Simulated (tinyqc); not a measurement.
Size effects in the resistivity of thin metal films and interconnect lines. From resistivity rho back to bulk mean free path lambda. Computed by tinyqc, a small Python program. Command: `OMP_NUM_THREADS=1 python tinyqc.py 3017624 3017625 out.jsonl size inv`. One thread of a shared host (Intel(R) Xeon(R) Processor @ 2.30GHz), about 0.02 s of CPU time with the checks.

Electrons lose their drift at surfaces (a share 1 - p of the hits) and at grain boundaries (reflection R), besides bulk scattering. The line sits in a trench with a non-conducting liner on both walls and the bottom; the spacing equals the drawn width.

Inputs (values chosen for the exercise, modelled on tungsten):

| quantity | value | unit |
|---|---|---|
| bulk resistivity rho_b | 5.16 | microohm cm |
| specularity p | 0.62 | - |
| grain-boundary reflection R | 0.54 | - |
| drawn line width w | 17 | nm |
| grain size over metal width | 0.82 | - |
| aspect ratio (height over width) | 2.7 | - |
| liner thickness t | 1 | nm |
| line length | 81 | micrometre |
| permittivity of the dielectric k | 2.9 | - |

Geometry: line.

Constants: eps_0 = 8.8541878128e-12 F/m.

Method:
- Metal width w_m = w - 2t, height h_m = (aspect ratio) w - t, grain size D = (ratio) w_m.
- Mayadas-Shatzkes: alpha = (lambda/D) R/(1 - R); rho_b/rho = 1 - 3 alpha/2 + 3 alpha^2 - 3 alpha^3 ln(1 + 1/alpha).
- Fuchs-Sondheimer film: rho_b/rho = 1 - (3/(2 kappa))(1 - p) int_0^1 (s - s^3)(1 - exp(-kappa/s))/(1 - p exp(-kappa/s)) ds, f = rho/rho_b, kappa = thickness/lambda, 80 Gauss-Legendre points.
- Line: the excess of a film of thickness w_m and of a film of thickness h_m are added, rho/rho_b = 1 + (f(w_m) - 1) + (f(h_m) - 1), an estimate that holds best when both sides exceed lambda.
- Total: rho = rho_b [1 + surface excess + grain excess]; resistance per length rho/(w_m h_m); capacitance per length C = 2 k eps_0 (aspect ratio + 1/2), a parallel-plate estimate for two neighbours plus a fixed term for the planes above and below; delay 0.38 R C L^2; effective resistivity per drawn area.

Question. A run gave the result below. Find the bulk mean free path lambda, known to lie between 12 and 21 nm.

resistivity rho = 16.75503 microohm cm

Answer.

Each step takes the trial c = (a f_b - b f_a)/(f_b - f_a), f being the result less the target and a, b, c the logarithms of the listed values; c replaces end b, the old b replaces a if the sign of f changed, and otherwise f_a is halved.

Scan of the range:

| bulk mean free path lambda (nm) | resistivity rho (microohm cm) |
|---|---|
| 12.0 | 14.1130 |
| 13.2 | 14.9922 |
| 14.5 | 15.9436 |
| 15.9 | 16.9669 |
| 17.4 | 18.0622 |
| 19.1 | 19.3021 |
| 21.0 | 20.6862 |

False position (Illinois rule, in the logarithm of the input) inside the bracket:

| step | end a | end b | trial | resistivity rho (microohm cm) |
|---|---|---|---|---|
| 1 | 14.5000 | 15.9000 | 15.5994 | 16.7473 |
| 2 | 15.9000 | 15.5994 | 15.6099 | 16.7550 |
| 3 | 15.9000 | 15.6099 | 15.6101 | 16.7551 |
| 4 | 15.6099 | 15.6101 | 15.6100 | 16.7550 |

Resistivity rho rises at every point of a 13-point scan of the range (every second point is shown), so one value fits; it is bracketed by 14.5 and 15.9. Answer: bulk mean free path lambda = 15.61 nm.
